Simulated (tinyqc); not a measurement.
Free and trapped electrons in a MOS channel with a dense trap tail: one step of the calculation.

p-type body, charge-sheet picture, full ionisation (an idealisation for deep acceptors), Boltzmann statistics for free electrons. e = Ec - EF at the surface. Acceptor-like traps of density D(E) = D0 + De exp(-E/Ew) at depth E below Ec, from 0 to Eu, hold n_t = integral of D(E)/(1 + exp((e - E)/Vt)). psi = Eg - Vt ln(Nv/Na) - e; N_dep = sqrt(2 eps0 eps_r Na (psi - Vt)/q); n_f = sqrt(N_dep^2 + 2 eps0 eps_r Vt Nc exp(-e/Vt)/q) - N_dep; Vg = Vfb + psi + q (N_dep + n_t + n_f)/Cox, Cox = eps0 eox/tox.

Problem. Trapped charge. Trapezoid rule on 12 equal steps from 0 to Eu, f = 1/(1 + exp((e - E)/Vt)).

Values chosen for this exercise; band and dielectric values close to those of 4H silicon carbide:
- T = 400 K (temperature)
- D0 = 1.8e10 cm^-2 eV^-1 (constant background density of acceptor-like traps)
- De = 3e13 cm^-2 eV^-1 (density of the tail at the conduction edge)
- Ew = 0.06 eV (decay energy of the tail)
- Eu = 0.59 eV (depth below Ec down to which the traps reach)
- e = 0.146 eV (Ec - EF at the surface)

Constants: q = 1.602176634e-19 C, kB = 1.380649e-23 J/K, Vt = kB T/q. Results are converted to the units shown.

Find: E; D(E) f; n_t.

Solution.

| point | E (eV) | D(E) f (cm^-2 eV^-1) |
|---|---|---|
| 0 | 0 | 4.2818e11 |
| 1 | 0.049167 | 7.5228e11 |
| 2 | 0.098333 | 1.1720e12 |
| 3 | 0.14750 | 1.3208e12 |
| 4 | 0.19667 | 9.3448e11 |
| 5 | 0.24583 | 4.8953e11 |
| 6 | 0.29500 | 2.3459e11 |
| 7 | 0.34417 | 1.1445e11 |
| 8 | 0.39333 | 6.0619e10 |
| 9 | 0.44250 | 3.6795e10 |
| 10 | 0.49167 | 2.6284e10 |
| 11 | 0.54083 | 2.1651e10 |
| 12 | 0.59000 | 1.9609e10 |

n_t = 2.6488e11 cm^-2

Numbers from tinyqc (`OMP_NUM_THREADS=1 python tinyqc.py 2222239 2222240 out.jsonl`; about 0.02 s on one thread of a shared Intel Xeon 2.30GHz).
